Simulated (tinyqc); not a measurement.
Worked calculation: Pariser-Parr-Pople SCF with singles CI, for the molecule C1=CC=CN=CC=C1 (SMILES; centres numbered as the heavy atoms are written). Computed by tinyqc, a small Python program that keeps every step. Settings: charge = 0, gamma = Ohno, start = core, damping = 0.3, iteration cap = 76, excitations kept = 9. Command: `OMP_NUM_THREADS=1 python tinyqc.py 23858 23859 out.jsonl` (the two numbers bound the seeds that draw the settings). One thread of a shared host (Intel(R) Xeon(R) Processor @ 2.60GHz), about 0.02 s of CPU time with the checks. Later iterations appear only in the table of the cycle.

## PPP integrals

Centres (angstrom, eV; a flat drawing with bonds scaled to 1.40 angstrom):

| centre | x | y | core charge z | W | gamma_rr |
|---|---|---|---|---|---|
| 1C | 1.8290 | 0.0000 | 1 | 11.1600 | 11.1300 |
| 2C | 1.2930 | 1.2930 | 1 | 11.1600 | 11.1300 |
| 3C | 0.0000 | 1.8290 | 1 | 11.1600 | 11.1300 |
| 4C | -1.2930 | 1.2930 | 1 | 11.1600 | 11.1300 |
| 5N | -1.8290 | 0.0000 | 1 | 14.1000 | 12.3000 |
| 6C | -1.2930 | -1.2930 | 1 | 11.1600 | 11.1300 |
| 7C | 0.0000 | -1.8290 | 1 | 11.1600 | 11.1300 |
| 8C | 1.2930 | -1.2930 | 1 | 11.1600 | 11.1300 |

Resonance integrals (eV):

| i | j | beta |
|---|---|---|
| 1 | 2 | -2.3900 |
| 2 | 3 | -2.3900 |
| 3 | 4 | -2.3900 |
| 4 | 5 | -2.5100 |
| 5 | 6 | -2.5100 |
| 6 | 7 | -2.3900 |
| 7 | 8 | -2.3900 |
| 8 | 1 | -2.3900 |

Ohno: gamma = 14.399645/sqrt(R^2 + a^2), a = 2 x 14.399645/(gamma_rr + gamma_ss); H_rr = -W_r - sum_(s != r) z_s gamma_rs; H_rs = beta for bonds.

repulsion gamma_rs (eV):
```
         1C       2C       3C       4C       5N       6C       7C       8C
1C  11.1300   7.5548   4.9789   3.9796   3.7315   3.9796   4.9789   7.5548
2C   7.5548  11.1300   7.5548   4.9799   4.0046   3.7120   3.9796   4.9799
3C   4.9789   7.5548  11.1300   7.5548   5.0282   3.9796   3.7112   3.9796
4C   3.9796   4.9799   7.5548  11.1300   7.7301   4.9799   3.9796   3.7120
5N   3.7315   4.0046   5.0282   7.7301  12.3000   7.7301   5.0282   4.0046
6C   3.9796   3.7120   3.9796   4.9799   7.7301  11.1300   7.5548   4.9799
7C   4.9789   3.9796   3.7112   3.9796   5.0282   7.5548  11.1300   7.5548
8C   7.5548   4.9799   3.9796   3.7120   4.0046   4.9799   7.5548  11.1300
```

core matrix H (eV):
```
          1C        2C        3C        4C        5N        6C        7C        8C
1C  -47.9180   -2.3900    0.0000    0.0000    0.0000    0.0000    0.0000   -2.3900
2C   -2.3900  -47.9254   -2.3900    0.0000    0.0000    0.0000    0.0000    0.0000
3C    0.0000   -2.3900  -47.9470   -2.3900    0.0000    0.0000    0.0000    0.0000
4C    0.0000    0.0000   -2.3900  -48.0758   -2.5100    0.0000    0.0000    0.0000
5N    0.0000    0.0000    0.0000   -2.5100  -51.3573   -2.5100    0.0000    0.0000
6C    0.0000    0.0000    0.0000    0.0000   -2.5100  -48.0758   -2.3900    0.0000
7C    0.0000    0.0000    0.0000    0.0000    0.0000   -2.3900  -47.9470   -2.3900
8C   -2.3900    0.0000    0.0000    0.0000    0.0000    0.0000   -2.3900  -47.9254
```

## Starting guess

pi electrons, sum of z_r less the charge = 8

Orbitals of the core matrix H.

P at the start:
```
         1C       2C       3C       4C       5N       6C       7C       8C
1C   1.1536   0.6334  -0.1651  -0.1965   0.2053  -0.1965  -0.1651   0.6334
2C   0.6334   0.7360   0.5630   0.2706  -0.0586  -0.2331  -0.1281   0.2544
3C  -0.1651   0.5630   1.1769   0.7149  -0.2501  -0.0078   0.1853  -0.1281
4C  -0.1965   0.2706   0.7149   0.6821   0.4443   0.1553  -0.0078  -0.2331
5N   0.2053  -0.0586  -0.2501   0.4443   1.6565   0.4443  -0.2501  -0.0586
6C  -0.1965  -0.2331  -0.0078   0.1553   0.4443   0.6821   0.7149   0.2706
7C  -0.1651  -0.1281   0.1853  -0.0078  -0.2501   0.7149   1.1769   0.5630
8C   0.6334   0.2544  -0.1281  -0.2331  -0.0586   0.2706   0.5630   0.7360
```

## Iteration 1: Fock matrix

F_rr = H_rr + P_rr gamma_rr / 2 + sum_(s != r) P_ss gamma_rs; F_rs = H_rs - P_rs gamma_rs / 2; E = tr P (H + F) / 2 + core repulsion sum_(r<s) z_r z_s gamma_rs.

F (eV):
```
         1C       2C       3C       4C       5N       6C       7C       8C
1C  -7.0484  -4.7827   0.4111   0.3910  -0.3831   0.3910   0.4111  -4.7827
2C  -4.7827  -5.3125  -4.5166  -0.6738   0.1174   0.4326   0.2548  -0.6334
3C   0.4111  -4.5166  -6.6006  -5.0906   0.6289   0.0156  -0.3438   0.2548
4C   0.3910  -0.6738  -5.0906  -3.5160  -4.2274  -0.3866   0.0156   0.4326
5N  -0.3831   0.1174   0.6289  -4.2274  -8.5904  -4.2274   0.6289   0.1174
6C   0.3910   0.4326   0.0156  -0.3866  -4.2274  -3.5160  -5.0906  -0.6738
7C   0.4111   0.2548  -0.3438   0.0156   0.6289  -5.0906  -6.6006  -4.5166
8C  -4.7827  -0.6334   0.2548   0.4326   0.1174  -0.6738  -4.5166  -5.3125
```

pi energy = -107.6092 eV

## Iteration 1: orbitals and new P

Diagonalise F (the basis is taken as orthonormal) and form P = 2 sum c c over the lowest orbitals; 0.3 of the old P is kept.

orbital energies (eV): -14.8834  -12.9153  -12.6583  -8.7642  -2.9101  0.8879  1.5031  3.2432

P after iteration 1:
```
         1C       2C       3C       4C       5N       6C       7C       8C
1C   1.2158   0.6244  -0.1957  -0.1647   0.1981  -0.1647  -0.1957   0.6244
2C   0.6244   0.7309   0.5888   0.2606  -0.0744  -0.2094  -0.1369   0.2323
3C  -0.1957   0.5888   1.2406   0.6652  -0.2407  -0.0184   0.1845  -0.1369
4C  -0.1647   0.2606   0.6652   0.6261   0.4913   0.1809  -0.0184  -0.2094
5N   0.1981  -0.0744  -0.2407   0.4913   1.5890   0.4913  -0.2407  -0.0744
6C  -0.1647  -0.2094  -0.0184   0.1809   0.4913   0.6261   0.6652   0.2606
7C  -0.1957  -0.1369   0.1845  -0.0184  -0.2407   0.6652   1.2406   0.5888
8C   0.6244   0.2323  -0.1369  -0.2094  -0.0744   0.2606   0.5888   0.7309
```

## Iteration 2: Fock matrix

As before.

F (eV):
```
         1C       2C       3C       4C       5N       6C       7C       8C
1C  -6.8420  -4.7488   0.4873   0.3278  -0.3696   0.3278   0.4873  -4.7488
2C  -4.7488  -4.9182  -4.6142  -0.6490   0.1490   0.3886   0.2723  -0.5783
3C   0.4873  -4.6142  -6.7437  -4.9025   0.6051   0.0366  -0.3423   0.2723
4C   0.3278  -0.6490  -4.9025  -3.6897  -4.4089  -0.4504   0.0366   0.3886
5N  -0.3696   0.1490   0.6051  -4.4089  -9.0391  -4.4089   0.6051   0.1490
6C   0.3278   0.3886   0.0366  -0.4504  -4.4089  -3.6897  -4.9025  -0.6490
7C   0.4873   0.2723  -0.3423   0.0366   0.6051  -4.9025  -6.7437  -4.6142
8C  -4.7488  -0.5783   0.2723   0.3886   0.1490  -0.6490  -4.6142  -4.9182
```

pi energy = -107.8860 eV

## Iteration 2: orbitals and new P

As before.

orbital energies (eV): -14.8629  -13.1049  -12.6183  -8.8598  -2.7859  1.0220  1.4234  3.2019

P after iteration 2:
```
         1C       2C       3C       4C       5N       6C       7C       8C
1C   1.2482   0.6199  -0.2078  -0.1502   0.1908  -0.1502  -0.2078   0.6199
2C   0.6199   0.7190   0.5974   0.2543  -0.0792  -0.1969  -0.1370   0.2255
3C  -0.2078   0.5974   1.2754   0.6434  -0.2355  -0.0277   0.1821  -0.1370
4C  -0.1502   0.2543   0.6434   0.6025   0.5131   0.1892  -0.0277  -0.1969
5N   0.1908  -0.0792  -0.2355   0.5131   1.5582   0.5131  -0.2355  -0.0792
6C  -0.1502  -0.1969  -0.0277   0.1892   0.5131   0.6025   0.6434   0.2543
7C  -0.2078  -0.1370   0.1821  -0.0277  -0.2355   0.6434   1.2754   0.5974
8C   0.6199   0.2255  -0.1370  -0.1969  -0.0792   0.2543   0.5974   0.7190
```

## Iteration 3: Fock matrix

As before.

F (eV):
```
         1C       2C       3C       4C       5N       6C       7C       8C
1C  -6.7989  -4.7318   0.5174   0.2988  -0.3560   0.2988   0.5174  -4.7318
2C  -4.7318  -4.7271  -4.6466  -0.6331   0.1587   0.3654   0.2727  -0.5615
3C   0.5174  -4.6466  -6.8249  -4.8205   0.5920   0.0550  -0.3380   0.2727
4C   0.2988  -0.6331  -4.8205  -3.7509  -4.4930  -0.4710   0.0550   0.3654
5N  -0.3560   0.1587   0.5920  -4.4930  -9.2187  -4.4930   0.5920   0.1587
6C   0.2988   0.3654   0.0550  -0.4710  -4.4930  -3.7509  -4.8205  -0.6331
7C   0.5174   0.2727  -0.3380   0.0550   0.5920  -4.8205  -6.8249  -4.6466
8C  -4.7318  -0.5615   0.2727   0.3654   0.1587  -0.6331  -4.6466  -4.7271
```

pi energy = -108.0010 eV

## Iteration 3: orbitals and new P

As before.

orbital energies (eV): -14.9058  -13.1509  -12.5962  -8.8943  -2.7377  1.0544  1.4015  3.2056

P after iteration 3:
```
         1C       2C       3C       4C       5N       6C       7C       8C
1C   1.2668   0.6173  -0.2129  -0.1428   0.1854  -0.1428  -0.2129   0.6173
2C   0.6173   0.7081   0.5998   0.2505  -0.0807  -0.1900  -0.1349   0.2237
3C  -0.2129   0.5998   1.2948   0.6336  -0.2322  -0.0346   0.1801  -0.1349
4C  -0.1428   0.2505   0.6336   0.5920   0.5237   0.1910  -0.0346  -0.1900
5N   0.1854  -0.0807  -0.2322   0.5237   1.5435   0.5237  -0.2322  -0.0807
6C  -0.1428  -0.1900  -0.0346   0.1910   0.5237   0.5920   0.6336   0.2505
7C  -0.2129  -0.1349   0.1801  -0.0346  -0.2322   0.6336   1.2948   0.5998
8C   0.6173   0.2237  -0.1349  -0.1900  -0.0807   0.2505   0.5998   0.7081
```

## Convergence

Stop when output and input P, before any damping, agree to 1e-7.

Course of the cycle:

| iteration | E (eV) | largest \|P(out) - P(in)\| |
|---|---|---|
| 1 | -107.609157 | 9.64e-02 |
| 2 | -107.886042 | 4.97e-02 |
| 3 | -108.000951 | 2.78e-02 |
| 4 | -108.046014 | 1.63e-02 |
| 5 | -108.063402 | 1.04e-02 |
| 6 | -108.070119 | 6.74e-03 |
| 7 | -108.072739 | 4.42e-03 |
| 8 | -108.073775 | 2.92e-03 |
| 9 | -108.074190 | 1.93e-03 |
| 10 | -108.074360 | 1.27e-03 |
| 11 | -108.074429 | 8.40e-04 |
| ... | ... | ... |
| 23 | -108.074480 | 5.77e-06 |
| 24 | -108.074480 | 3.82e-06 |
| 25 | -108.074480 | 2.52e-06 |
| 26 | -108.074480 | 1.67e-06 |
| 27 | -108.074480 | 1.10e-06 |
| 28 | -108.074480 | 7.30e-07 |
| 29 | -108.074480 | 4.83e-07 |
| 30 | -108.074480 | 3.20e-07 |
| 31 | -108.074480 | 2.12e-07 |
| 32 | -108.074480 | 1.40e-07 |
| 33 | -108.074480 | 9.28e-08 |

Converged in 33 iterations.

## Converged orbitals

Charges are z - P_rr.

orbital energies (eV): -14.9646  -13.1755  -12.5699  -8.9390  -2.6811  1.0720  1.3858  3.2116

coefficients:
```
       MO1      MO2      MO3      MO4      MO5      MO6      MO7      MO8
1C  0.2733   0.5485   0.0000   0.5236   0.0000   0.4716   0.0000  -0.3577
2C  0.2740   0.3878   0.3380   0.0354   0.5112  -0.3657  -0.3527   0.3735
3C  0.3222   0.1235   0.5353  -0.5054  -0.0361  -0.0365   0.4607  -0.3524
4C  0.3711  -0.2108   0.3150  -0.0997  -0.4872   0.4178  -0.4042   0.3652
5N  0.5405  -0.5282   0.0000   0.4389   0.0000  -0.3978   0.0000  -0.2791
6C  0.3711  -0.2108  -0.3150  -0.0997   0.4872   0.4178   0.4042   0.3652
7C  0.3222   0.1235  -0.5353  -0.5054   0.0361  -0.0365  -0.4607  -0.3524
8C  0.2740   0.3878  -0.3380   0.0354  -0.5112  -0.3657   0.3527   0.3735
```

pi charges: 1C -0.2993, 2C 0.3181, 3C -0.3219, 4C 0.4173, 5N -0.5276, 6C 0.4173, 7C -0.3219, 8C 0.3181

## Singles CI, singlets

Over the 9 single excitations with the smallest orbital gaps: A = (e_a - e_i) delta + 2 (ia|jb) - (ij|ab), with (pq|rs) = sum c_mp c_mq gamma_mn c_nr c_ns. f = 2/3 w |mu|^2 in atomic units, mu = sqrt2 sum c_ia sum_m c_mi c_ma R_m.

singlet CI matrix (eV):
```
         4>5     3>5      4>6      4>7      2>5      4>8      1>5      3>6
4>5   0.5754  0.0000   0.0000  -0.2077   0.2908   0.0000  -0.1612  -0.7530
3>5   0.0000  5.5176   0.3252   0.0000   0.0000   0.0366   0.0000   0.0000
4>6   0.0000  0.3252   5.6375   0.0000   0.0000   0.0704   0.0000   0.0000
4>7  -0.2077  0.0000   0.0000   5.8040  -0.2140   0.0000  -0.0082   0.0196
2>5   0.2908  0.0000   0.0000  -0.2140   5.9072   0.0000   0.0041   0.0695
4>8   0.0000  0.0366   0.0704   0.0000   0.0000   7.2781   0.0000   0.0000
1>5  -0.1612  0.0000   0.0000  -0.0082   0.0041   0.0000   7.3813   0.2974
3>6  -0.7530  0.0000   0.0000   0.0196   0.0695   0.0000   0.2974   8.5643
3>7   0.0000  0.0272  -0.1280   0.0000   0.0000  -0.4080   0.0000   0.0000

         3>7
4>5   0.0000
3>5   0.0272
4>6  -0.1280
4>7   0.0000
2>5   0.0000
4>8  -0.4080
1>5   0.0000
3>6   0.0000
3>7   8.7001
```

singlet excitation energies (eV): 0.4793  5.2438  5.6344  5.9027  6.0989  7.1718  7.3110  8.7087  8.8152

oscillator strengths: 0.0022  0.0096  0.0201  1.4581  1.2758  0.0055  0.0220  0.0165  0.0006

## Singles CI, triplets

Over the 9 single excitations with the smallest orbital gaps: A = (e_a - e_i) delta - (ij|ab), with (pq|rs) = sum c_mp c_mq gamma_mn c_nr c_ns.

triplet CI matrix (eV):
```
         4>5      3>5      4>6      4>7      2>5      4>8      1>5      3>6
4>5   0.4557   0.0000   0.0000   0.0898  -0.0503   0.0000   0.0027  -0.8098
3>5   0.0000   3.9319  -0.8098   0.0000   0.0000   0.0019   0.0000   0.0000
4>6   0.0000  -0.8098   4.0329   0.0000   0.0000   0.1127   0.0000   0.0000
4>7   0.0898   0.0000   0.0000   4.3423   0.6838   0.0000  -0.0373  -0.2159
2>5  -0.0503   0.0000   0.0000   0.6838   4.5122   0.0000  -0.0675   0.3540
4>8   0.0000   0.0019   0.1127   0.0000   0.0000   6.1353   0.0000   0.0000
1>5   0.0027   0.0000   0.0000  -0.0373  -0.0675   0.0000   6.3339   1.0852
3>6  -0.8098   0.0000   0.0000  -0.2159   0.3540   0.0000   1.0852   7.9203
3>7   0.0000   0.0674  -0.2159   0.0000   0.0000  -1.2582   0.0000   0.0000

         3>7
4>5   0.0000
3>5   0.0674
4>6  -0.2159
4>7   0.0000
2>5   0.0000
4>8  -1.2582
1>5   0.0000
3>6   0.0000
3>7   7.6843
```

triplet excitation energies (eV): 0.3653  3.1679  3.6950  4.7795  5.0961  5.4338  5.8443  8.4033  8.5638
